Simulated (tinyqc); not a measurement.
Chemically amplified photoresist: aerial image, acid generation, bake, development and line width: one step, computed by the program tinyqc.

Lines and spaces of pitch p with a two-beam-like image; x = 0 is the middle of the bright space. The resist is positive and treated as uniform in depth.

Problem. Acid image and its blur. Dose E(x) = E [1 + c cos(2 pi x/p)]; acid h = 1 - exp(-C E(x)). Bake: the acid image is blurred by a Gaussian of variance sigma^2 = 2 D t (each Fourier term k of h, taken on 64 points, is multiplied by exp(-4 pi^2 k^2 D t/p^2)). Cosine coefficients: h(x) = sum_k h_k cos(2 pi k x/p).

Inputs (values chosen for the exercise, for a model resist at 13.5 nm):

| quantity | value | unit |
|---|---|---|
| pitch p | 30 | nm |
| image contrast c | 0.73 | - |
| mean dose E | 17.7 | mJ/cm^2 |
| Dill parameter C | 0.02 | cm^2/mJ |
| acid diffusivity D | 0.05 | nm^2/s |
| bake time t | 90 | s |

Give: diffusion length sigma = sqrt(2 D t); h_0 to h_4 before the bake; h_0 to h_4 after the blur; blur factor of the first harmonic.

Solution.

diffusion length sigma = sqrt(2 D t) = 3 nm

h_0 to h_4 before the bake: 0.2864  0.1829  -0.0118  0.0005  0.0000

h_0 to h_4 after the blur: 0.2864  0.1501  -0.0054  0.0001  0.0000

blur factor of the first harmonic = 0.8209

sigma/p = 0.100; the blur keeps 82 % of the modulation.
